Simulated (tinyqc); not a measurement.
Heavy doping: gap narrowing, degeneracy and the minority density, step by step. Values are carried at full precision from step to step, so a last printed digit may differ when a step is redone from the rounded ones.

Empirical narrowing (Slotboom form, constants chosen for the exercise; published fits of this form give the apparent narrowing, here it is taken as the true one): dEg = E0 [ln(N/N0) + sqrt(ln(N/N0)^2 + C)].

Constants: kB = 8.617333262e-05 eV/K; e^2/(4 pi eps0) = 14.39964547 eV angstrom.

Parameters, chosen for this exercise (gap and densities of states near those of Ge at this temperature; narrowing constants of the size fitted for Si, not for this material; not measured data):
```
symbol  value     unit    meaning
N       5.3e+18   1/cm^3  ionised acceptors, equal to the majority density
E0      7.95      meV     narrowing scale
N0      1.1e+17   1/cm^3  onset density
C       0.5               smoothing constant
Nv      3.79e+18  1/cm^3  valence-band density of states
Eg      0.684     eV      gap
Nc      7.88e+18  1/cm^3  conduction-band density of states
T       250       K
eps     16.1              dielectric constant
Mv      1                 majority valleys
```

## Gap narrowing

Evaluate at N.

ln(N/N0) = 3.8750
dEg (empirical fit) = 62.12 meV

Well above N0 each decade of doping adds 2 E0 ln 10 = 36.6 meV.

## Degeneracy of the majority band

F_j(eta) = (1/Gamma(j + 1)) integral_0^infinity x^j dx/(1 + exp(x - eta)), which tends to exp(eta) for eta << 0.

Majority: N = Nv F_1/2(eta), eta the distance of EF beyond the majority band edge in kT. Degeneracy factor gam = F_1/2(eta)/exp(eta). ni0^2 = Nc Nv exp(-Eg/kT); product n p = ni0^2 gam exp(dEg/kT), dEg the true narrowing; apparent narrowing dEa = dEg + kT ln gam; minority density = n p/N.

Solve for eta and form gam.

N/Nv = 1.398
eta = 0.8205
gam = 0.6156

## Product and minority density

Combine both effects.

ni0 = 6.97e+11 1/cm^3
exp(dEg/kT) = 17.9
dEa = 51.7 meV
sqrt(n p) = 2.31e+12 1/cm^3
minority density = 1.01e+06 1/cm^3

Narrowing multiplies the product by 17.9 and degeneracy by 0.616; together they change the minority density by a factor 11 against ni0^2/N.

## Two estimates of the size

Two physical estimates, e2 = e^2/(4 pi eps0), N in 1/angstrom^3: exchange shift at the Fermi level, Ex = (e2/eps) kF/pi with kF = (3 pi^2 N/Mv)^(1/3); screened-pair energy (Lanyon-Tuft), Es = (3/4)(e2/eps) qs with qs^2 = (4 pi e2 N/(eps kT)) F_-1/2(eta)/F_1/2(eta).

Evaluate both at N.

kF = 0.05394 1/angstrom
Ex = 15.36 meV
Es = 29.03 meV

Against the fitted dEg = 62.1 meV, Ex is 0.25 and Es 0.47 times as large; each keeps one mechanism only, and Ex assumes a strongly degenerate gas, while here eta is only 0.82.

## Checks

- Minority density against the Boltzmann occupation of the other band at the narrowed gap (1/cm^3): both 1.008e+06.

Run: tinyqc, `OMP_NUM_THREADS=1 python tinyqc.py 1650809 1650810 out.jsonl`; Intel(R) Xeon(R) Processor @ 2.30GHz, one thread, shared host; about 0.01 s of CPU time with all checks.
